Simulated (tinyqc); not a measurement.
Inside a calculation. Model: trench capacitor in an array: capacitance, non-linearity, leakage and relaxation.

Numbers from tinyqc (`OMP_NUM_THREADS=1 python tinyqc.py 2102154 2102155 out.jsonl`; about 0.01 s on one thread of a shared Intel Xeon 2.30GHz). Printed values are rounded.

A film between two metal electrodes, each interface adding a series capacitance ci. The small-signal permittivity is ek (1 + aq E^2); the field is found with the linear permittivity. Leakage J = J0 sinh(E/Ef). After a voltage step the film passes a relaxation current kr C V tt^(-nr), tt being the time in seconds. The sidewall is a coaxial capacitor with radii a = dm/2 - t and b = dm/2, depth AR dm; the end face is left out.

Inputs (values chosen for the exercise); permittivity of the order of that of zirconium oxide:

| symbol | value | unit | meaning |
|---|---|---|---|
| ek | 33.3 |  | relative permittivity of the film |
| t | 14 | nm | film thickness |
| ci | 47 | uF/cm^2 | capacitance of each electrode interface (dead layer and screening) |
| aq | 0.008 | cm^2/MV^2 | quadratic field coefficient of the permittivity |
| V | 0.8 | V | bias |
| J0 | 2.8e-10 | A/cm^2 | leakage prefactor |
| Ef | 0.39 | MV/cm | field for an e-fold rise of the leakage |
| dm | 94 | nm | diameter of the hole |
| AR | 30 |  | aspect ratio, depth over diameter |
| pt | 180 | nm | pitch of the square array |
| rho | 290 | uohm cm | resistivity of the inner electrode |

Constants: eps0 = 8.8541878128e-14 F/cm where lengths are in cm. Results are converted to the units shown.

## Planar capacitance, field and non-linearity

Planar film: Cf = eps0 ek/t, 1/C = 1/Cf + 2/ci, EOT = 3.9 eps0/C, effective permittivity C t/eps0, E = (V/t) C/Cf; quadratic coefficient [C(V)/C - 1]/V^2 with Cf (1 + aq E^2) in C(V).

Cf = 2.106032 uF/cm^2
C = 1.932816 uF/cm^2
EOT = 1.786581 nm
effective permittivity = 30.56116
E = 0.5244300 MV/cm
quadratic coefficient = 3154.511 ppm/V^2
J = 5.006940e-10 A/cm^2

The interfaces take 8.22 % of the voltage.

## Cell capacitance, fields and time constant

Per length 1/c = ln(b/a)/(2 pi eps0 ek) + (1/a + 1/b)/(2 pi ci); cell capacitance c AR dm; per footprint over pt^2; fields c V/(2 pi eps0 ek r) at r = a and b; resistance of the inner electrode rho AR dm/(pi a^2); time constant R C/3 of the distributed line.

a = 33 nm
b = 47 nm
cell capacitance = 13.53435 fF
capacitance per footprint = 41.77270 uF/cm^2
field at a = 0.6280463 MV/cm
field at b = 0.4409687 MV/cm
R = 2.390393 kohm
R C/3 = 10.78414 ps

The array gives 21.6 times the planar capacitance per footprint; curvature makes the field at the inner electrode 1.20 times the planar value.
